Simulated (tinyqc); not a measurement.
Worked calculation: free and nearly free electrons in a metal. Values are carried at full precision from step to step, so a last printed digit may differ when a step is redone from the rounded ones.

The cubic cell holds 4 atoms: n = 4 z/a^3, kF = (3 pi^2 n)^(1/3), EF = c kF^2/m, vF = 2 c kF/(m hbar), c = hbar^2/2m0; rs = (3/(4 pi n))^(1/3)/a0; D(EF) = 3 n/(2 EF).

Constants: hbar^2/2m0 = 3.80998211 eV angstrom^2; hbar = 6.58211957e-16 eV s; a0 (Bohr radius) = 0.5291772105 angstrom; kB = 8.617333262e-05 eV/K.

Parameters, chosen for this exercise (near those of Al; shifted at random, so the results belong to these values and not to a real crystal):
- a = 4.041 angstrom (fcc lattice constant)
- z = 3 (free electrons an atom)
- m = 1.41 m0 (mass)
- rho = 3.03 micro-ohm cm (bulk resistivity)
- T = 300 K
- V = 0.33 eV (|V_G| for G = (111))
- x = 0.79 (k along G as a share of |G|/2)

## The Fermi sphere

Evaluate the free-electron quantities.

n = 0.18185 1/angstrom^3
kF = 1.7527 1/angstrom
EF = 8.301 eV
vF = 1.439e+06 m/s
rs = 2.069
D(EF) per atom = 0.5421 1/eV

A mass this far above 1 is of the kind met in the specific heat (electron-phonon coupling); it understates EF and vF of the real bands.

## Relaxation time and mean free path

Drude: 1/rho = n e^2 tau/(m m0) with e = 1.602176634e-19 C and m0 = 9.1093837e-31 kg; mean free path l = vF tau; rho l = hbar kF/(n e^2) = 12 pi^3 hbar/(e^2 S) with S = 4 pi kF^2 does not depend on tau or m.

Use SI units: n in 1/m^3 (1e30 per 1/angstrom^3), rho in ohm m (1e-8 per micro-ohm cm).

tau = 9.08 fs
l = 13.07 nm
rho l = 3.960 1e-16 ohm m^2

Wires lose conductivity to surfaces and grain boundaries, with an excess that scales as rho l over the width and is of the order of rho itself at a width of l = 13 nm.

## Thermal quantities

gamma = (pi^2/3) kB^2 D(EF) per atom, times 96485.33 x 1e3 for mJ/(mol K^2); mu(T) = EF (1 - (pi kB T/EF)^2/12); Wiedemann-Franz kappa = L0 T/rho with L0 = (pi^2/3) (kB/e)^2, kB/e in V/K.

gamma = 1.278 mJ/(mol K^2)
mu - EF = -0.0662 meV
kappa = 242 W/(m K)

## The sphere against the zone faces

Take G = (hkl) 2 pi/a for (111), (200) and (220), with the number of equivalent faces. The Bragg plane of G lies at |G|/2 with |G| = (2 pi/a) sqrt(h^2 + k^2 + l^2). Where kF exceeds it, the sphere cuts the plane in a circle of radius sqrt(kF^2 - G^2/4).

Distance and circle for each G:
```
G      faces  |G|/2 (1/angstrom)  kF/(|G|/2)  circle radius
(111)      8              1.3465      1.3016         1.1220
(200)      6              1.5549      1.1273         0.8090
(220)     12              2.1989      0.7971              -
```

The sphere crosses the (111) and (200) faces, so electrons spill into higher zones.

## Two plane waves near the face

Two plane waves k and k - G, G = (111) (2 pi/a): H = [[c k^2/m, V], [V, c (k - G)^2/m]] with c = hbar^2/2m0.

Build H for k along G, diagonalise, and give the weight of the first wave in the lower state and its velocity along G relative to a free electron, (w k + (1 - w)(k - G))/k.

H (eV):
```
[[3.0577, 0.3300],
 [0.3300, 7.1733]]
```

levels (eV): [3.0315, 7.1996]

w = 0.9937
v/v_free = 0.9840

The splitting is 4.168 eV here and 2V = 0.66 eV on the face, where the normal velocity vanishes. There the lower band lies at 4.569 eV and the upper at 5.229 eV, both below the free EF of 8.301 eV: the face centre is filled in both bands and band 2 holds electrons here, while band 1 may keep holes at the zone corners.

## Checks

- Lower level against the closed form of the 2 x 2 problem (eV): both 3.0315.
- The product rho l against hbar kF/(n e^2) (1e-16 ohm m^2): both 3.960.

Computed by tinyqc, a small Python program: `OMP_NUM_THREADS=1 python tinyqc.py 1682624 1682625 out.jsonl` (the numbers bound the seed that draws the inputs); one thread of a shared host (Intel(R) Xeon(R) Processor @ 2.30GHz), about 0.01 s for the whole set of steps.
